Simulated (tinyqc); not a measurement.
## Sharing a fixed EOT between the layers

Without charge in the stack, a voltage of 1 V over an EOT of 2.1 nm gives F1 = (V/EOT)(3.9/e1) and F2 = F1 e1/e2; t2 = e2 (EOT/3.9 - t1/e1).

Parameters, values chosen for the exercise:
```
symbol  value  unit                           meaning
e1       3.76        relative permittivity of layer 1
e2       22.5        relative permittivity of layer 2
```

Result of one run:
```
t1 (nm)	t2 (nm)	physical thickness (nm)	drop over layer 1 (V)	drop over layer 2 (V)
1.23	4.755	5.985	0.6075	0.3925
```

What becomes of these results when the thickness of layer 1, next to the semiconductor t1 is changed from 1.23 to 0.98 nm, all else the same?

Result of the changed run:
```
t1 (nm)	t2 (nm)	physical thickness (nm)	drop over layer 1 (V)	drop over layer 2 (V)
0.98	6.251	7.231	0.4840	0.5160
```

The whole series:
```
t1 (nm)	t2 (nm)	physical thickness (nm)	drop over layer 1 (V)	drop over layer 2 (V)
0	12.12	12.12	0	1.000
0.25	10.62	10.87	0.1235	0.8765
0.49	9.183	9.673	0.2420	0.7580
0.74	7.687	8.427	0.3655	0.6345
0.98	6.251	7.231	0.4840	0.5160
1.23	4.755	5.985	0.6075	0.3925
1.48	3.259	4.739	0.7310	0.2690
1.72	1.823	3.543	0.8495	0.1505
```

Each 0.1 nm of layer 1 costs 0.598 nm of layer 2, so the physical thickness falls from 12.1 to 3.54 nm. The fields do not change, 4.94 MV/cm in layer 1 and 0.825 MV/cm in layer 2, and layer 1 takes half of the voltage at t1 = 1.01 nm.

tinyqc, about 0.01 s, one thread, Intel Xeon 2.30GHz (shared host): `OMP_NUM_THREADS=1 python tinyqc.py 2010041 2010042 out.jsonl`
